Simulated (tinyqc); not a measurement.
Opening the gap, as alloying or pressure does: deep trap from a strong local potential in a two-band host (Koster-Slater model with semi-elliptic bands). Computed by tinyqc, a small Python program. Command: `OMP_NUM_THREADS=1 python tinyqc.py 3029616 3029617 out.jsonl deeptrap walk`. One thread of a shared host (Intel(R) Xeon(R) Processor @ 2.30GHz), about 0.03 s of CPU time with the checks.

The valence band spans -2 W_v to 0 and the conduction band E_g to E_g + 2 W_c. The orbital at the impurity site has weight f_v in the valence band and 1 - f_v in the conduction band, each spread as a semi-ellipse (2/(pi W^2)) sqrt(W^2 - x^2) about the band centre. The impurity adds U to this orbital. Spin is left out.

Inputs (values chosen for the exercise, with a gap close to that of GaSb): gap E_g = 0.743 eV; half-width of the valence band W_v = 4 eV; half-width of the conduction band W_c = 3 eV; valence weight f_v of the site orbital = 0.58; impurity potential U = 19.7 eV.

Impurity: repulsive, acceptor-like.

Method:
- In the gap G(E) = f_v (2/W_v^2)[x - sqrt(x^2 - W_v^2)] - (1 - f_v)(2/W_c^2)[y - sqrt(y^2 - W_c^2)], x = E + W_v, y = E_g + W_c - E.
- The trap level solves G(E) = 1/U (bisection). With D = -dG/dE = D_v + D_c, D_v = f_v (2/W_v^2)[x/sqrt(x^2 - W_v^2) - 1] and D_c = (1 - f_v)(2/W_c^2)[y/sqrt(y^2 - W_c^2) - 1], the weight on the impurity orbital is 1/(U^2 D) and the conduction-band character is D_c/D.
- The conduction band is shifted rigidly; widths, weights and U stay.

Against the gap:
```
E_g (eV)  E_t (eV)  depth below E_c (eV)  conduction character
0.371      0.09408               0.27692               0.34125
0.483      0.13286               0.35014               0.35037
0.594      0.17206               0.42194               0.35544
0.669      0.19880               0.47020               0.35756
0.743      0.22532               0.51768               0.35895
0.854      0.26523               0.58877               0.36009
0.966      0.30559               0.66041               0.36042
1.190      0.38625               0.80375               0.35951
```

What follows from these numbers?

As the conduction band moves up by 0.819 eV the level follows by 0.292 eV, a mean slope of 0.36; the local slope is the conduction character. A shallow donor would follow with slope 1 and a shallow acceptor with slope 0.
